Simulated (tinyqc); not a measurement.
Box-like doped layer, carriers, mobility and sheet resistance with incomplete ionisation: two steps of the calculation.

An n-type layer from the surface x = 0 to the junction xj, N(x) = N0 for x < xb and N0 10^(-(x - xb)/Lt) beyond. Local neutrality (no depletion at surface or junction, no spilling of carriers), intrinsic carriers neglected, Boltzmann statistics.

Inputs (values chosen for the exercise); values close to those of phosphorus in silicon over a p-type background:
- T = 250 K (temperature)
- Nb = 5.6e14 cm^-3 (background doping of the opposite type)
- N0 = 1.6e17 cm^-3 (peak chemical concentration)
- m1 = 67.7 cm^2/(V s) (mobility limit at high doping)
- m2 = 1420 cm^2/(V s) (mobility limit at low doping, at 300 K)
- Nr = 9.24e16 cm^-3 (reference doping of the mobility law)
- am = 0.724 (exponent of the mobility law)
- bt = 1.8 (temperature exponent of m2)
- Ns = 3.98e20 cm^-3 (solubility limit of active dopant)
- NB = 2.11e19 cm^-3 (conduction-band density of states at T)
- Ei = 0.0435 eV (ionisation energy in the dilute limit)
- gd = 2 (degeneracy factor of the level)
- ks = 5.3e-9 eV cm (lowering of Ei per N^(1/3))
- xb = 120 nm (depth of the flat top)
- Lt = 6.8 nm/decade (abruptness of the tail)

Constants: q = 1.602176634e-19 C, kB = 1.380649e-23 J/K, Vt = kB T/q. Results are converted to the units shown.

Question 1. Junction depth and local values. xj = xb + Lt log10(N0/Nb); 14 equal steps from 0 to xj. Active dopant A = min(N, Ns); n solves n (n + Nb)/(A - Nb - n) = K, K = (NB/gd) exp(-E/Vt), E = max(Ei - ks A^(1/3), 0), so n = 2 K (A - Nb)/[Nb + K + sqrt((Nb + K)^2 + 4 K (A - Nb))]; mobility mu = m1 + (m2 (T/300 K)^(-bt) - m1)/(1 + ((A + Nb)/Nr)^am).

Wanted: xj; x; N; A; n; mu.

Answer 1.

xj = 136.70 nm
x, point 0 to 14 (nm): [0.00, 9.76, 19.53, 29.29, 39.06, 48.82, 58.59, 68.35, 78.11, 87.88, 97.64, 107.41, 117.17, 126.94, 136.70]
N, point 0 to 14 (cm^-3): [1.6000e17, 1.6000e17, 1.6000e17, 1.6000e17, 1.6000e17, 1.6000e17, 1.6000e17, 1.6000e17, 1.6000e17, 1.6000e17, 1.6000e17, 1.6000e17, 1.6000e17, 1.5280e16, 5.6000e14]
A, point 0 to 14 (cm^-3): [1.6000e17, 1.6000e17, 1.6000e17, 1.6000e17, 1.6000e17, 1.6000e17, 1.6000e17, 1.6000e17, 1.6000e17, 1.6000e17, 1.6000e17, 1.6000e17, 1.6000e17, 1.5280e16, 5.6000e14]
n, point 0 to 14 (in units of 1e17 cm^-3): [1.4606, 1.4606, 1.4606, 1.4606, 1.4606, 1.4606, 1.4606, 1.4606, 1.4606, 1.4606, 1.4606, 1.4606, 1.4606, 0.1457, 0.0000]
mu, point 0 to 14 (cm^2/(V s)): [831.73, 831.73, 831.73, 831.73, 831.73, 831.73, 831.73, 831.73, 831.73, 831.73, 831.73, 831.73, 831.73, 1556.4, 1896.6]

At the point of highest doping 91.6 % of the net active dopant gives free carriers. The mobility runs from 832 to 1900 cm^2/(V s).

Question 2. Sheet quantities by the trapezoid rule. Dose = integral of N, carrier sheet density = integral of n, 1/Rs = q integral of n mu, mean mobility 1/(q Rs sheet density), Hall mobility (unit Hall factor) = integral of n mu^2 over integral of n mu, Hall sheet density = (integral of n mu)^2/integral of n mu^2; all from 0 to xj.

x, point 0 to 14 (nm): [0.00000, 9.76431, 19.52862, 29.29293, 39.05724, 48.82155, 58.58586, 68.35017, 78.11448, 87.87879, 97.64310, 107.40741, 117.17172, 126.93603, 136.70034]
N, point 0 to 14 (cm^-3): [1.6e17, 1.6e17, 1.6e17, 1.6e17, 1.6e17, 1.6e17, 1.6e17, 1.6e17, 1.6e17, 1.6e17, 1.6e17, 1.6e17, 1.6e17, 1.5279739e16, 5.6e14]
n, point 0 to 14 (in units of 1e17 cm^-3): [1.4606172, 1.4606172, 1.4606172, 1.4606172, 1.4606172, 1.4606172, 1.4606172, 1.4606172, 1.4606172, 1.4606172, 1.4606172, 1.4606172, 1.4606172, 0.1457164, 0.0000000]
mu, point 0 to 14 (cm^2/(V s)): [831.73281, 831.73281, 831.73281, 831.73281, 831.73281, 831.73281, 831.73281, 831.73281, 831.73281, 831.73281, 831.73281, 831.73281, 831.73281, 1556.3694, 1896.6453]

Give: dose; carrier sheet density; Rs; mean mobility; Hall mobility; Hall sheet density.

Answer 2.

dose = 1.9681e12 cm^-2
carrier sheet density = 1.7970e12 cm^-2
Rs = 4147.4 ohm/square
mean mobility = 837.47 cm^2/(V s)
Hall mobility = 842.40 cm^2/(V s)
Hall sheet density = 1.7865e12 cm^-2

Carriers make up 91.3 % of the dose. A Hall measurement weights the mobile tail, so its sheet density is 0.58 % below the true one.

Program tinyqc, `OMP_NUM_THREADS=1 python tinyqc.py 2110139 2110140 out.jsonl`; Intel Xeon 2.30GHz, shared host, one thread, about 0.01 s.
